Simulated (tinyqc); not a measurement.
Hall factor, magnetoresistance and optical conductivity for a power-law relaxation time. Changing the frequency f. Computed by tinyqc, a small Python program. Command: `OMP_NUM_THREADS=1 python tinyqc.py 3017541 3017542 out.jsonl magneto sweep`. One thread of a shared host (Intel(R) Xeon(R) Processor @ 2.30GHz), about 0.01 s of CPU time with the checks.

One spherical parabolic band, tau(E) = tau_0 x^s with x = E/(k_B T). Landau quantisation is left out.

Inputs (values chosen for the exercise, with a mass close to that of electrons in silicon):

| quantity | value | unit |
|---|---|---|
| effective mass m | 0.25 | m_0 |
| exponent s | 1 | - |
| tau_0 | 140 | fs |
| reduced Fermi level eta | -5 | - |
| temperature T | 100 | K |
| background permittivity eps_inf | 5.68 | - |

Constants: m_0 = 9.1093837015e-31 kg; k_B = 1.380649e-23 J/K; hbar = 1.054571817e-34 J s; e = 1.602176634e-19 C; eps_0 = 8.8541878128e-12 F/m; c = 299792458 m/s.

Method:
- <y> = int y x^(3/2) f (1 - f) dx / int x^(3/2) f (1 - f) dx, f = 1/(1 + exp(x - eta)).
- Integrals over x = E/(k_B T) use 160 Gauss-Legendre points in u = sqrt(x) from 0 to sqrt(max(eta, 0) + 45).
- n = (2 m k_B T)^(3/2)/(3 pi^2 hbar^3) int x^(3/2) f (1 - f) dx; moments in units of tau_0.
- sigma(w) = (n e^2/m) <tau/(1 - i w tau)>, w = 2 pi f; eps = eps_inf + i sigma/(eps_0 w); N = sqrt(eps); absorption coefficient 2 w Im N/c; reflectivity |(N - 1)/(N + 1)|^2; plasma frequency sqrt(n e^2/(eps_inf eps_0 m))/(2 pi).

One run for each value:

| frequency f (THz) | absorption coefficient (1/cm) | reflectivity |
|---|---|---|
| 0.15 | 1.8124e+02 | 0.50873 |
| 0.27 | 1.9008e+02 | 0.32316 |
| 0.51 | 1.1959e+02 | 0.12834 |
| 0.95 | 5.0840e+01 | 0.13700 |
| 1.80 | 1.8641e+01 | 0.15667 |
| 3.30 | 6.5554e+00 | 0.16377 |
| 6.20 | 2.0529e+00 | 0.16617 |
| 12.00 | 5.7831e-01 | 0.16689 |
| 21.00 | 1.9312e-01 | 0.16708 |
| 40.00 | 5.3889e-02 | 0.16714 |

Over the rows, absorption coefficient (1/cm) goes from 181 through a maximum among these rows, 190 at 0.270, to 0.0539; reflectivity goes from 0.509 through a minimum among these rows, 0.128 at 0.510, to 0.167. At the high end the exponent of absorption coefficient is -1.98, close to -2: free-carrier absorption, proportional to the wavelength squared.

Caution (rows 3.30, 6.20, 12.0, 21.0, 40.0): the photon energy exceeds the typical carrier energy, so the classical sigma(w) is only a rough guide to the absorption.

Extremes, crossings and ranges named in words are read from the listed rows.
